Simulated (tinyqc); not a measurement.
Sputter depth profiling of a dopant layer: erosion rate, quantification and the mixing-roughness response: one step, computed by the program tinyqc.

A rastered ion beam erodes silicon (49.94 atoms per nm^3). The measured profile is the true one convolved with a depth response.

Task: Moments. Convolution adds means and variances: the response has mean 0 (shift -w plus exponential mean w) and variance w^2 + sigma^2; a delta layer adds none.

Inputs (values chosen for the exercise, modelled on a dopant in silicon under an oxygen or caesium beam): roughness sigma = 0.89 nm; depth of the layer z0 = 52 nm.

True profile: delta layer.

mixing length w = 3.756594 nm

depth of the maximum = 49.47356 nm

Give: centroid; standard deviation; maximum minus centroid.

Result:

centroid = 52 nm

standard deviation = 3.861 nm

maximum minus centroid = -2.526 nm

The centroid stays at the true position while the maximum lies nearer the surface, so depth is read from the centroid.
